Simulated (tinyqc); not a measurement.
What moves the results: six-band Luttinger-Kohn model with strain. A value that a table varies takes the place of the one given here.

Six-band Luttinger-Kohn model in the basis |3/2,3/2>, |3/2,1/2>, |3/2,-1/2>, |3/2,-3/2>, |1/2,1/2>, |1/2,-1/2>, electron energies, zero at the top of the unstrained valence band. H = -[rows: (P+Q, -S, R, 0, -S/r2, r2 R); (-S*, P-Q, 0, R, -r2 Q, r32 S); (R*, 0, P-Q, S, r32 S*, r2 Q); (0, R*, S*, P+Q, -r2 R*, -S*/r2); (-S*/r2, -r2 Q, r32 S, -r2 R, P+Dso, 0); (r2 R*, r32 S*, r2 Q, -S/r2, 0, P+Dso)], r2 = sqrt(2), r32 = sqrt(3/2). Levels are twofold.

P = c g1 k^2 - av tr(e); Q = c g2 (kx^2 + ky^2 - 2 kz^2) - (b/2)(exx + eyy - 2 ezz); R = c sqrt3 [-g2 (kx^2 - ky^2) + 2i g3 kx ky] + (sqrt3/2) b (exx - eyy) - i d exy; S = 2 c sqrt3 g3 (kx - i ky) kz - d (exz - i eyz); c = hbar^2/2m0, e the strain tensor (not engineering shear).

s11 = (C11 + C12)/((C11 - C12)(C11 + 2 C12)), s12 = -C12/((C11 - C12)(C11 + 2 C12)), s44 = 1/C44; exx = s11 sxx + s12 (syy + szz) and cyclic, exy = s44 sxy/2; tension is positive. A uniaxial stress X along the unit vector n is s_ij = X n_i n_j.

Constants: hbar^2/2m0 = 3.80998211 eV angstrom^2.

Parameters, chosen for this exercise (near those of GaP; not measured data): Dso = 0.076 eV (spin-orbit splitting); g1 = 4.04 (Luttinger gamma1); g2 = 0.49 (gamma2); g3 = 1.24 (gamma3); av = 1.75 eV (valence hydrostatic potential); b = -1.65 eV (tetragonal shear potential); d = -4.87 eV (trigonal shear potential); C11 = 132.2 GPa; C12 = 63.6 GPa; C44 = 71.3 GPa; load = uniaxial [001] (kind of stress); X1 = 0.9 GPa (size of the stress); E_h = 25 meV (hole energy below the top); X = -0.84 GPa (stress).

## Sweep of a uniaxial [001] stress

Edges at k = 0 and curvature masses of the top pair along [110] and [001] (step 0.0002 1/angstrom); at zero stress the top is fourfold and has no single curvature.

Edges and masses:
```
X (GPa)  top (eV)  second (eV)  third (eV)  splitting (meV)  m [110]  m [001]
-1.50      0.0457      -0.0462     -0.1059             91.9    0.318    0.172
-1.00      0.0278      -0.0308     -0.0932             58.6    0.312    0.175
-0.50      0.0118      -0.0154     -0.0825             27.2    0.302    0.182
0.00       0.0000       0.0000     -0.0760              0.0        -        -
0.50       0.0154      -0.0044     -0.0769             19.8    0.221    0.327
1.00       0.0308      -0.0005     -0.0861             31.3    0.221    0.327
1.50       0.0462       0.0089     -0.1007             37.3    0.221    0.327
```

What can be read from the table?

The splitting reaches 91.9 meV under compression and 37.3 meV under the same tension; linear shear terms alone would make the two equal, and the difference comes from the coupling to the split-off band. At the ends of the sweep the top pair has a mass along [110] of 0.318 under compression and 0.221 under tension, so tension gives the lighter holes along [110]; along [001] it has 0.172 and 0.327. The top edge itself moves by +46 and +46 meV.

## Which stress helps holes along [110]

Each load has size X1 (biaxial: sxx = syy); masses are curvatures of the top pair at k = 0.

Results:
```
load                         splitting (meV)  top edge (meV)  m [110]  m [001]
uniaxial [110], compression             44.3            19.6    0.134    0.311
uniaxial [110], tension                 27.5            25.0    0.470    0.210
uniaxial [100], compression             52.1            24.4    0.225    0.311
uniaxial [100], tension                 29.5            27.7    0.264    0.221
uniaxial [111], compression             41.8            18.0    0.166    0.248
uniaxial [111], tension                 26.2            23.8    0.357    0.248
biaxial (001), compression              29.5             9.5    0.221    0.327
biaxial (001), tension                  52.1            42.6    0.311    0.176
```

What can be read from the table?

The lightest mass along [110] (0.134) comes with uniaxial [110], compression. The largest splitting (52.1 meV) comes with uniaxial [100], compression; biaxial (001), tension. The heaviest mass along [001] (0.327), which lowers the confinement energy in a (001) channel, comes with biaxial (001), compression. The splitting per GPa follows b (s11 - s12) for loads along cube axes and d s44 for [111]: here 2 |b| (s11 - s12) = 48.1 and |d| s44/sqrt3 = 39.4 meV per GPa in the limit of large Dso; where the splitting nears Dso, mixing with the split-off band makes it depend on the sign of the load.

## Warping of the constant-energy contours (six-band Luttinger-Kohn model)

No strain (e = 0). In the plane kz = 0, |k| where the top and second pairs lie E_h below the top, against the angle from [100]; m = c k^2/E_h.

Contours:
```
angle (degrees)  k top (1/angstrom)  k second (1/angstrom)  m top (m0)  m second (m0)
0                            0.0463                 0.0367       0.327          0.205
9                            0.0477                 0.0362       0.347          0.200
18                           0.0515                 0.0353       0.405          0.190
27                           0.0571                 0.0345       0.496          0.181
36                           0.0631                 0.0339       0.607          0.175
45                           0.0661                 0.0338       0.666          0.174
```

How do the results move?

The heavy contour reaches 1.428 times as far along [110] as along [100], the light one 0.921 times. The warping follows g3 - g2 = 0.75 and would vanish for g2 = g3. Along [100] the heavy mass is 1/(g1 - 2 g2) = 0.327 at any energy, while the light one is 0.2048, against 1/(g1 + 2 g2) = 0.1992 at the edge, for E_h/Dso = 0.33.

## What each parameter does

Edges at k = 0 under a uniaxial [001] stress X and the curvature mass of the top pair along [110] (step 0.0002 1/angstrom). Each row changes one parameter from the base and keeps the others.

Results:
```
case             top (eV)  second (eV)  third (eV)  mass (m0)
base               0.0224      -0.0259     -0.0895      0.310
av = 1.4 eV        0.0235      -0.0247     -0.0884      0.310
g3 = 1.488         0.0224      -0.0259     -0.0895      0.310
X = -0.672 GPa     0.0170      -0.0207     -0.0859      0.306
b = -1.32 eV       0.0159      -0.0218     -0.0870      0.306
C12 = 76.32 GPa    0.0306      -0.0300     -0.0922      0.313
C44 = 57.04 GPa    0.0224      -0.0259     -0.0895      0.310
Dso = 0.061 eV     0.0236      -0.0259     -0.0757      0.313
```

What can be read from the table?

The largest shifts from the base row, up to three for each result and ties (the steps differ in size, so this ranks the rows, not the parameters). top (eV): C12 +0.0083, b -0.0065, X -0.0054; unchanged at the printed digits by g3 and C44. second (eV): X +0.0052, C12 -0.0041, b +0.0040; unchanged at the printed digits by g3, C44 and Dso. third (eV): Dso +0.0138, X +0.0036, C12 -0.0027; unchanged at the printed digits by g3 and C44. mass (m0): b -0.004, X -0.004, Dso +0.003, C12 +0.003; unchanged at the printed digits by av, g3 and C44. The Luttinger parameters multiply k^2 and cannot move the edges; av shifts all edges alike and leaves the mass.

Run: tinyqc, `OMP_NUM_THREADS=1 python tinyqc.py 1050025 1050026 out.jsonl`; Intel(R) Xeon(R) Processor @ 2.30GHz, one thread, shared host; about 0.03 s of CPU time with all checks.
